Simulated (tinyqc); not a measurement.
Inside a calculation. Method: UHF in the 6-31g basis, for H4, spin multiplicity 3. This run ends on a higher stationary point, not on the lowest solution. One step of it, computed by the program tinyqc.

Problem. Iteration 2: DIIS coefficients. Solve [B -1; -1 0][c; lambda] = [0; -1] for the coefficients, which sum to one.

B (overlaps of the stored error matrices):
$$\begin{pmatrix}
2.6242442e-01 & 3.7189580e-02 \\
3.7189580e-02 & 8.9883632e-03
\end{pmatrix}$$

Give: DIIS coefficients.

Solution.

DIIS coefficients: [-0.1431, 1.1431]
